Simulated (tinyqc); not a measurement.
# Permeation of metal atoms or ions through a thin barrier or dielectric: time lag, field-aided drift and lifetime, step by step

A worked calculation. Computed by tinyqc, a small Python program that keeps every step. Command: `OMP_NUM_THREADS=1 python tinyqc.py 3023258 3023259 out.jsonl barrier walk`. One thread of a shared host (Intel(R) Xeon(R) Processor @ 2.30GHz), about 0.02 s of CPU time with the checks. Intermediate numbers are printed to about 5 digits and carried at full precision; extremes and crossings named in words are read from the listed rows.

The film 0 < x < d is empty at first; C = C0 at x = 0 and C = 0 at x = d. dC/dt = D d2C/dx2 - v dC/dx with drift v = D z e V/(k_B T d) (uniform field, no space charge).

Inputs (values chosen for the exercise, for a model case: singly charged ions through a dielectric): thickness d = 47 nm; prefactor D0 = 0.011 cm^2/s; activation energy E = 1.26 eV; concentration at the source side C0 = 1.3e+14 1/cm^3; charge number z = 1; voltage V (positive drives ions across) = 0.23 V; critical dose Q_c = 3e+07 1/cm^2; test temperature T = 250 C; use temperature T_u = 100 C; time in units of d^2/D, s = 0.047.

Constants: k_B = 8.617333262e-05 eV/K.

## Scales

D = D0 exp(-E/(k_B T)); time scale d^2/D; Peclet number P = z V/(k_B T), k_B T in eV; 1 nm = 1e-7 cm. Temperatures in kelvin are T(C) + 273.15.

diffusivity D = 8.0011e-15 cm^2/s

time scale d^2/D = 2760.9 s

Peclet number P = 5.1019

## Steady flux and time lag

Steady flux J = (D C0/d) P/(1 - exp(-P)); time lag in units of d^2/D: s_L = [P (1 + exp(-P))/(1 - exp(-P)) - 2]/P^2 (P = 0: J = D C0/d, s_L = 1/6).

flux relative to D C0/d = 5.1331

steady flux J = 1.1360e+06 1/(cm^2 s)

time lag s_L = 0.12157

time lag = 335.64 s

Drift and diffusion both act.

## Dose at time s

Dose through the film Q(s) = C0 d {f (s - s_L) - 2 exp(P/2) sum_(n=1..200) (-1)^n n^2 pi^2 exp(-l_n s)/l_n^2}, l_n = n^2 pi^2 + P^2/4, f = P/(1 - exp(-P)) the relative flux.

Q/(C0 d) = 0.0018350

dose Q = 1.1212e+06 1/cm^2

time = 129.76 s

## Time to the critical dose

Solve Q = Q_c for s. At the use temperature D and P take T_u, with the same C0 and V; 1 year = 3.15576e7 s.

s at the critical dose = 0.091349

failure time at T = 252.20 s

failure time at T_u = 0.50681 years

Failure comes before the time lag: the first arrivals suffice. Caution: grain boundaries, pinholes, trapping and space charge are left out; thin real barriers usually fail at defects.

## Approach to the steady line

Short-time form for P = 0: Q/(C0 d) = 4 sqrt(s) ierfc(1/(2 sqrt(s))), ierfc(y) = exp(-y^2)/sqrt(pi) - y erfc(y).

Q/(C0 d):
```
s         series  steady line f (s - s_L)  series without field  short-time form, no field
0.03  5.2842e-05              -4.7004e-01            4.8419e-06                 4.8419e-06
0.05  2.7080e-03              -3.6737e-01            2.6934e-04                 2.6934e-04
0.08  2.9181e-02              -2.1338e-01            3.2066e-03                 3.2066e-03
0.12  1.2223e-01              -8.0572e-03            1.4887e-02                 1.4887e-02
0.20  4.3821e-01               4.0259e-01            6.1464e-02                 6.1463e-02
0.30  9.2283e-01               9.1590e-01            1.4382e-01                 1.4379e-01
0.50  1.9428e+00               1.9425e+00            3.3479e-01                 3.3326e-01
0.80  3.4825e+00               3.4825e+00            6.3341e-01                 6.1838e-01
1.20  5.5357e+00               5.5357e+00            1.0333e+00                 9.7002e-01
```

The dose lies above the steady line at all times and, among these rows, is within 1 % of it from s = 0.3 on (the lag is s_L = 0.122); for a known P the intercept of that line gives D and its slope D C0. The field changes the dose by a factor 10.9 in the first row and 5.36 in the last; at short times the factor tends to exp(P/2) = 12.8.

Checks made by the program: series against a 300-cell finite-difference solution (relative difference 8e-05).
